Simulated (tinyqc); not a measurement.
# Isotype n-N heterojunction, non-linear Poisson equation by Newton steps, Boltzmann statistics: two studies

One dimension, material 1 (n-type) at x < 0 and material 2 (n-type) at x > 0. Band edges: Ec = -psi in material 1 and -psi + dEc in material 2, Ev = Ec - Eg. Equilibrium, Fermi level at 0. n = Nc F((EFn - Ec)/Vt), p = Nv F((Ev - EFp)/Vt), with F(eta) = exp(eta) (Boltzmann statistics); full ionisation, no interface charge, classical densities; the doping types are chosen for the exercise.

Inputs (values chosen for the exercise); band and dielectric values those of a made-up pair: temperature T = 400 K; band gap of material 1 Eg1 = 1.24 eV; relative permittivity of material 1 er1 = 11.8; conduction-band density of states of material 1 Nc1 = 4.36e19 cm^-3; valence-band density of states of material 1 Nv1 = 3.76e19 cm^-3; band gap of material 2 Eg2 = 1.52 eV; relative permittivity of material 2 er2 = 12; conduction-band density of states of material 2 Nc2 = 1.74e20 cm^-3; valence-band density of states of material 2 Nv2 = 1.37e20 cm^-3; conduction-band offset Ec2 - Ec1 dEc = 0.01 eV; donor density of material 1 N1 = 6.7e15 cm^-3; donor density of material 2 N2 = 3.2e17 cm^-3; bias of side 1 against side 2 V = 0 V.

Constants: q = 1.602176634e-19 C, kB = 1.380649e-23 J/K, Vt = kB T/q, eps0 = 8.8541878128e-14 F/cm where lengths are in cm. Results are converted to the units shown.

Each table varies one quantity; the others keep the values above.

## Effect of the donor density of material 1

Exact first integral: on each side D^2/(2 eps0 er) = G, G = q [Vt (nI_j - nI_b) + Vt (pI_j - pI_b) - C (psi_j - psi_b)], with C = +N1 or +N2, b the neutral end of that side, and nI, pI the densities themselves. D is continuous, so er1 G1(psi_j) = er2 G2(psi_j) fixes psi_j. Ends from Nc1 F(psi_L/Vt) = N1 and Nc2 F((V + psi_R - dEc)/Vt) = N2. D is counted positive when psi rises towards material 2.

Effect of the donor density of material 1:
```
N1 (cm^-3),psi_R - psi_L (V),psi_j - psi_L (V),psi_R - psi_j (V),D/q (cm^-2),n_j in 1 (cm^-3),n_j in 2 (cm^-3)
3.4e14,0.1983,0.1763,0.02206,1.564e11,5.651e16,1.687e17
7.9e14,0.1692,0.1475,0.02172,1.542e11,5.708e16,1.704e17
1.9e15,0.1390,0.1180,0.02101,1.497e11,5.825e16,1.739e17
4.4e15,0.1101,0.09031,0.01975,1.415e11,6.044e16,1.805e17
1e16,0.08176,0.06422,0.01754,1.269e11,6.443e16,1.924e17
2.4e16,0.05158,0.03809,0.01348,9.934e10,7.247e16,2.164e17
5.7e16,0.02176,0.01485,0.006917,5.252e10,8.769e16,2.618e17
1.3e17,-0.006656,-0.004129,-0.002527,-2.007e10,1.153e17,3.443e17
```

As N1 goes from 3.4e14 to 1.3e17, the total bending falls from 0.198 to -0.00666 V and the sheet charge D/q falls from 1.56e11 to -2.01e10 cm^-2; the share of the bending in material 1 falls from 88.9 to 62.0 %. The bending changes sign within the table: electrons move into material 1 where it is positive and into material 2 where it is negative.

## Effect of the donor density of material 2

Same model as above.

Effect of the donor density of material 2:
```
N2 (cm^-3),psi_R - psi_L (V),psi_j - psi_L (V),psi_R - psi_j (V),D/q (cm^-2),n_j in 1 (cm^-3),n_j in 2 (cm^-3)
1.6e16,-0.007701,-0.004758,-0.002942,-5.237e9,5.836e15,1.743e16
3.8e16,0.02212,0.01510,0.007013,1.834e10,1.038e16,3.100e16
8.9e16,0.05145,0.03799,0.01346,5.231e10,2.017e16,6.022e16
2.1e17,0.08104,0.06358,0.01747,1.024e11,4.237e16,1.265e17
4.9e17,0.1102,0.09049,0.01976,1.751e11,9.251e16,2.762e17
1.2e18,0.1411,0.1200,0.02108,2.907e11,2.180e17,6.510e17
2.7e18,0.1691,0.1474,0.02171,4.479e11,4.817e17,1.438e18
6.4e18,0.1988,0.1768,0.02206,6.997e11,1.130e18,3.374e18
```

Read the table: what changes, and by how much?

As N2 goes from 1.6e16 to 6.4e18, the total bending rises from -0.00770 to 0.199 V and the sheet charge D/q rises from -5.24e9 to 7.00e11 cm^-2; the share of the bending in material 1 rises from 61.8 to 88.9 %. The bending changes sign within the table: electrons move into material 1 where it is positive and into material 2 where it is negative.

Computed by the program tinyqc: `OMP_NUM_THREADS=1 python tinyqc.py 2040138 2040139 out.jsonl`, one thread of a shared Intel Xeon 2.30GHz, about 0.03 s for the whole run.
